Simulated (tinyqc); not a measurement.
Worked calculation: quantum-confined Stark effect in a modulator well. Values are carried at full precision from step to step, so a last printed digit may differ when a step is redone from the rounded ones.

Constants: hbar^2/2m0 = 3.80998211 eV angstrom^2; e^2/(4 pi eps0) = 14.39964547 eV angstrom; hc = 1239.841984 eV nm.

Values chosen for the exercise (near those of a Ge well in SiGe, direct gap; not measured data): L = 124 angstrom (well width); me = 0.0419 m0 (electron, well); mh = 0.212 m0 (heavy hole along z, well); F = 66 kV/cm (field); Vc = 0.408 eV (conduction offset); Vv = 0.116 eV (heavy-hole offset); meb = 0.0572 m0 (electron, barrier); mhb = 0.241 m0 (heavy hole, barrier); Eg = 0.85 eV (gap of the well); mp = 0.074 m0 (heavy hole in the plane); eps = 15.8 (dielectric constant); dE = 19 meV (operating point below the zero-field line); G = 8 meV (half width of the exciton line).

## Estimate for hard walls

Second order: each level moves by -C m (e F)^2 L^4/(2c), C = (15/pi^2 - 1)/(24 pi^2), c = hbar^2/2m0, 1 kV/cm = 1e-5 eV/angstrom. It holds while e F L is no more than about twice 3 c pi^2/(m L^2).

Estimate:

| carrier | shift (meV) | e F L over the level spacing |
|---|---|---|
| electron | -1.24 | 0.47 |
| heavy hole | -6.29 | 2.36 |

The hole, 5.1 times heavier, carries 83 % of the estimated shift; for hard walls second order errs by about 2 % at a ratio of 1 and 13 % at 3.

## Levels and envelopes

Envelopes on cells of 0.5 angstrom over the well |z| < L/2 and 45 angstrom of barrier on each side, psi = 0 beyond, psi'/m continuous (mean mass between points), c = hbar^2/2m0. The electron sees + e F z and the hole - e F z, each with its offset in the barriers; 1 kV/cm = 1e-5 eV/angstrom. Light holes, band mixing and escape by tunnelling are left out.

Ground levels, squared overlap and separation <z>_h - <z>_e without and with the field.

Results:

| F (kV/cm) | E_e (meV) | E_h (meV) | overlap^2 | separation (angstrom) |
|---|---|---|---|---|
| 0 | 35.51 | 7.81 | 0.998 | 0.0 |
| 66 | 32.12 | -3.76 | 0.539 | 40.1 |

The electron level moves by -3.39 meV (2.7 times the hard-wall estimate, since it leaks into the barriers and sees a wider well) and the hole level by -11.56 meV (1.84 times).

## Exciton

Exciton: in-plane function exp(-rho/lam), 1/mu = 1/me + 1/mp, E(lam) = c/(mu lam^2) - (q/eps) times the integral over k of Fm(k)(1 + (k lam/2)^2)^(-3/2), Fm(k) the double integral of psi_e^2 psi_h^2 exp(-k |z - z'|), q = e^2/(4 pi eps0); binding Eb = -E at the minimum. Line at Eg + E_e + E_h - Eb, strength proportional to overlap^2/lam^2.

Minimise over lam without and with the field.

Results:

| F (kV/cm) | lam (angstrom) | Eb (meV) | line (eV) | nm | overlap^2/lam^2 (1e-4/angstrom^2) |
|---|---|---|---|---|---|
| 0 | 229.0 | 3.78 | 0.8895 | 1393.8 | 0.1903 |
| 66 | 251.4 | 3.38 | 0.8750 | 1417.0 | 0.0853 |

The weaker binding gives back 0.40 meV of the red shift, leaving 14.6 meV; the strength falls to 45 %.

## Contrast at the operating point

With a Gaussian line of half width G, the absorption at E_op = line(0) - dE is proportional to strength x exp(-ln2 ((E_op - line)/G)^2); continuum absorption is left out. Give it at both fields, relative to the zero-field peak.

E_op = 0.8705 eV
wavelength = 1424.2 nm

absorption without and with the field: 0.020  0.36

The field changes the absorption by +0.34 of the zero-field peak. With dE above 2G the Gaussian tail at zero field is weak; real tails fall only exponentially and absorb more.

## Checks

- Zero-field levels against the matching condition of the square well, meV: largest difference 3.0e-02.
- Slope d(E_e + E_h)/dF against minus the separation (Hellmann-Feynman), angstrom: both -40.1.

tinyqc: `OMP_NUM_THREADS=1 python tinyqc.py 1281623 1281624 out.jsonl`; about 0.1 s, one thread, shared Intel(R) Xeon(R) Processor @ 2.30GHz.
